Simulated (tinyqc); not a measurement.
Reverse leakage of an n+-p junction: diffusion, generation, trap-assisted and band-to-band tunnelling: two steps of the calculation.

One-sided abrupt junction in the depletion approximation, x from the junction (0) to W on the p side, field F = F0 (1 - x/W). Flat quasi-Fermi levels, long p side. Traps generate through SRH with both lifetimes shortened by 1 + Gamma (Hurkx enhancement, form for moderate fields); band-to-band generation is local and needs a total bending above Eg.

Values chosen for this exercise; band and dielectric values close to those of silicon:

| symbol | value | unit | meaning |
|---|---|---|---|
| T | 400 | K | temperature |
| Eg | 1.13 | eV | band gap |
| eps_r | 11.9 |  | relative permittivity |
| Nc | 4.23e19 | cm^-3 | conduction-band density of states at T |
| Nv | 4.08e19 | cm^-3 | valence-band density of states at T |
| Na | 4.3e16 | cm^-3 | acceptor density of the lighter side |
| Nd | 1e19 | cm^-3 | donor density of the heavier side |
| tau | 8e-7 | s | SRH lifetime of both carriers at zero field |
| Et | 0 | eV | trap level above the intrinsic level |
| mt | 0.23 | m0 | tunnelling mass |
| Dn | 15 | cm^2/s | electron diffusion coefficient on the lighter side |
| Ab | 7e14 | cm^-0.5 V^-2.5 s^-1 | band-to-band prefactor |
| Bb | 1.95e7 | V/cm | band-to-band field constant |
| VR | 1.4 | V | reverse bias |

Constants: q = 1.602176634e-19 C, kB = 1.380649e-23 J/K, hbar = 1.054571817e-34 J s, m0 = 9.1093837015e-31 kg, Vt = kB T/q, eps0 = 8.8541878128e-14 F/cm where lengths are in cm. Results are converted to the units shown.

Question 1. Field, scales and diffusion current. ni = sqrt(Nc Nv) exp(-Eg/(2 Vt)), Eg in volts; Vbi = Vt ln(Na Nd/ni^2); W = sqrt(2 eps0 eps_r (Vbi + VR)/(q Na)); F0 = 2 (Vbi + VR)/W; FG = sqrt(24 mt m0 (kB T)^3)/(q hbar); J_diff = q ni^2 sqrt(Dn/tau)(1 - exp(-VR/Vt))/Na.

Find: ni; Vbi; W; F0; FG; J_diff.

Answer 1.

ni = 3.1609e12 cm^-3
Vbi = 0.84399 V
W = 261.99 nm
F0 = 171.30 kV/cm
FG = 544.68 kV/cm
J_diff = 1.6120e-7 A/cm^2

Question 2. Generation rates across the layer. u = (Vbi + VR)(1 - x/W)^2, p = Na exp(-u/Vt), n = Nd exp((u - Vbi - VR)/Vt); G0 = ni^2 (1 - exp(-VR/Vt))/(tau (n + p + 2 ni cosh(Et/Vt))); Gamma = 2 sqrt(3 pi)(F/FG) exp((F/FG)^2); trap-assisted part G0 Gamma; G_bb = Ab F^2.5 exp(-Bb/F) with F in V/cm, zero unless Vbi + VR > Eg. 15 equal steps.

ni = 3.1609205e12 cm^-3
Vbi = 0.84399280 V
W = 261.98966 nm
F0 = 171.30392 kV/cm
FG = 544.68121 kV/cm

Give: x; F; Gamma; G0; G0 Gamma; G_bb.

Answer 2.

```
point	x (nm)	F (kV/cm)	Gamma	G0 (cm^-3 s^-1)	G0 Gamma (cm^-3 s^-1)	G_bb (1e-22 cm^-3 s^-1)
0	0.0	171.3	2.132	1.249e12	2.662e12	3.109
1	17.5	159.9	1.964	5.488e15	1.078e16	0.001
2	34.9	148.5	1.803	1.725e18	3.109e18	0.000
3	52.4	137.0	1.646	1.975e18	3.251e18	0.000
4	69.9	125.6	1.493	1.976e18	2.950e18	0.000
5	87.3	114.2	1.345	1.976e18	2.658e18	0.000
6	104.8	102.8	1.201	1.976e18	2.372e18	0.000
7	122.3	91.4	1.059	1.975e18	2.093e18	0.000
8	139.7	79.9	0.9208	1.966e18	1.810e18	0.000
9	157.2	68.5	0.7847	1.641e18	1.288e18	0.000
10	174.7	57.1	0.6508	3.342e17	2.175e17	0.000
11	192.1	45.7	0.5186	2.932e16	1.520e16	0.000
12	209.6	34.3	0.3877	3.919e15	1.519e15	0.000
13	227.1	22.8	0.2579	9.236e14	2.382e14	0.000
14	244.5	11.4	0.1288	3.878e14	4.995e13	0.000
15	262.0	0.0	0	2.904e14	0	0.000
```

Numbers from tinyqc (`OMP_NUM_THREADS=1 python tinyqc.py 2290068 2290069 out.jsonl`; about 0.01 s on one thread of a shared Intel Xeon 2.30GHz).
